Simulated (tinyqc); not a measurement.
Tunnelling through a two-layer gate stack, WKB transmission and Tsu-Esaki current: two steps of the calculation.

Electrons leave the emitter at x = 0. Energies E (motion across the layers) are in eV from the emitter Fermi level; the collector Fermi level lies at -V and offers states at every E. No charge in the dielectric and no image force: F1 = V/(t1 + t2 eps1/eps2), F2 = F1 eps1/eps2; U = phi1 - F1 x in layer 1 and phi2 - F1 t1 - F2 (x - t1) in layer 2. With C = hbar^2/(2 m0), kappa = sqrt(m (U - E)/C) where U > E and 0 elsewhere; T(E) = exp(-S), S = 2 times the integral of kappa over x.

Inputs (values chosen for the exercise); layer 1 close to silicon nitride, layer 2 close to zirconium oxide:
- phi1 = 2.12 eV (barrier of layer 1 above the emitter Fermi level at zero bias)
- m1 = 0.51 m0 (tunnelling mass of layer 1)
- t1 = 0.5 nm (thickness of layer 1)
- eps1 = 7.44 (relative permittivity of layer 1)
- phi2 = 1.43 eV (barrier of layer 2 at zero bias)
- m2 = 0.25 m0 (tunnelling mass of layer 2)
- t2 = 2.4 nm (thickness of layer 2)
- eps2 = 25.2 (relative permittivity of layer 2)
- V = 1.2 V (voltage across the dielectric)
- E = 0.07 eV (energy of the electron followed)
- nc = 5 (cells in each layer)

Constants: q = 1.602176634e-19 C, hbar = 1.054571817e-34 J s, m0 = 9.1093837015e-31 kg, hbar^2/(2 m0) = 0.0380998212 eV nm^2. Results are converted to the units shown.

Problem 1. Fields and band edges. F1 = V/(t1 + t2 eps1/eps2), F2 = F1 eps1/eps2; U = phi1 - F1 x in layer 1 and phi2 - F1 t1 - F2 (x - t1) in layer 2. EOT = 3.9 (t1/eps1 + t2/eps2).

Find: F1; F2; U at the end of layer 1; U at the start of layer 2; U at the end of layer 2; EOT.

Solution 1.

F1 = 9.9291 MV/cm
F2 = 2.9314 MV/cm
U at the end of layer 1 = 1.6235 eV
U at the start of layer 2 = 0.93355 eV
U at the end of layer 2 = 0.23000 eV
EOT = 0.63353 nm

Problem 2. WKB exponent by the midpoint rule. Cut each layer into nc equal cells, take U and kappa at the cell centres, and sum S = 2 sum kappa h.

Wanted: x; U; kappa; S; T(E).

Solution 2.

| cell | x (nm) | U (eV) | kappa (1/nm) |
|---|---|---|---|
| 0 | 0.050 | 2.070 | 5.175 |
| 1 | 0.150 | 1.971 | 5.045 |
| 2 | 0.250 | 1.872 | 4.911 |
| 3 | 0.350 | 1.772 | 4.774 |
| 4 | 0.450 | 1.673 | 4.633 |
| 5 | 0.740 | 0.863 | 2.281 |
| 6 | 1.220 | 0.722 | 2.069 |
| 7 | 1.700 | 0.582 | 1.833 |
| 8 | 2.180 | 0.441 | 1.560 |
| 9 | 2.660 | 0.300 | 1.229 |

S = 13.52
T(E) = 1.342e-6

Computed by the program tinyqc: `OMP_NUM_THREADS=1 python tinyqc.py 2540144 2540145 out.jsonl`, one thread of a shared Intel Xeon 2.30GHz, about 0.05 s for the whole run.
